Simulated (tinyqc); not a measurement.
A ladder of methods, and size consistency: correlation methods against full CI in the 3-21g basis, for H2, spin multiplicity 1. Computed by the program tinyqc with PySCF. All electrons correlated; +Q is the Davidson correction (1 - c0^2) E_corr. The last columns treat two copies 100 angstrom apart as one system. FCI is the lowest singlet.

Geometry (angstrom):
```
atom,x,y,z
H,0.0000,0.0000,0.0000
H,0.0000,0.0000,0.9770
```

RHF energy of one = -1.095575 hartree

Correlation energies (hartree):
```
method,E_corr of one,share of FCI (%),E_corr of two at 100 angstrom,two minus twice one (mhartree)
MP2,-0.019876,63.9236,-0.039753,0.0000
CISD,-0.031094,100.0000,-0.060611,1.5769
CISD+Q,-0.031927,102.6801,-0.063597,0.2575
CCSD,-0.031094,100.0000,-0.062188,0.0000
CCSD(T),-0.031094,100.0000,-0.062188,0.0000
FCI,-0.031094,100.0000,-,-
```

What does the comparison show, and why?

MP2 recovers 64 %, CISD 100.0 % and CCSD 100.0 % of the FCI value (c0^2 = 0.973 in CISD). MP2 and coupled cluster are size consistent, so their last column vanishes; CISD loses 1.58 mhartree, since a double excitation on each copy is a quadruple of the pair, and the Davidson correction leaves +0.26. With two electrons, or one virtual orbital, CISD and CCSD are exact for one copy, so +Q overshoots there.
